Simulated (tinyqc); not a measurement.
# Bending a trimer

Model: Stillinger-Weber potential for a tetrahedral semiconductor. Computed by tinyqc, a small Python program. Command: `OMP_NUM_THREADS=1 python tinyqc.py 3016970 3016971 out.jsonl swsi sweep`. One thread of a shared host (Intel(R) Xeon(R) Processor @ 2.30GHz), about 0.05 s of CPU time with the checks.

With x = r/sigma: pair term eps A (B x^-4 - 1) exp(1/(x - a)); for each pair of neighbours j, k of atom i, three-body term eps lambda exp(gamma/(x_ij - a) + gamma/(x_ik - a)) (cos theta_jik + 1/3)^2; both vanish beyond x = a. A = 7.049556277, B = 0.6022245584, a = 1.8.

Inputs (values chosen for the exercise, modelled on germanium):
```
quantity                    value      unit
energy scale eps            1.895        eV
length scale sigma           2.16  angstrom
three-body strength lambda   30.4         -
gamma                         1.1         -
bond 1 of the trimer         2.32  angstrom
bond 2 of the trimer         2.26  angstrom
```

Method. Atom 1 binds atoms 2 and 3 at the angle theta; the third side follows from the cosine rule. Sum the three pair terms and the three-body terms centred on each atom.

One run for each value; columns: (1) angle of the trimer theta (degrees); (2) energy of the trimer (eV); (3) three-body term at atom 1 (eV); (4) distance 2-3 (angstrom):
```
(1)      (2)         (3)     (4)
60    0.7071  2.0427e+00  2.2906
70   -0.7618  1.3416e+00  2.6274
80   -1.9703  7.5604e-01  2.9443
90   -2.9784  3.2683e-01  3.2388
100  -3.5141  7.5005e-02  3.5087
110  -3.6077  2.2196e-04  3.7519
120  -3.5262  8.1706e-02  3.9665
140  -3.0572  5.5075e-01  4.3038
160  -2.5265  1.0815e+00  4.5104
180  -2.3006  1.3073e+00  4.5800
```

Describe and explain the trends.

Over the rows, energy of the trimer (eV) goes from 0.707 through a minimum among these rows, -3.61 at 110, to -2.30; three-body term at atom 1 (eV) goes from 2.04 through a minimum among these rows, 2.22e-4 at 110, to 1.31. The term at atom 1 vanishes at the tetrahedral angle, 109.47 degrees. At the smallest angles a third bond forms between atoms 2 and 3.

Extremes, crossings and ranges named in words are read from the listed rows.
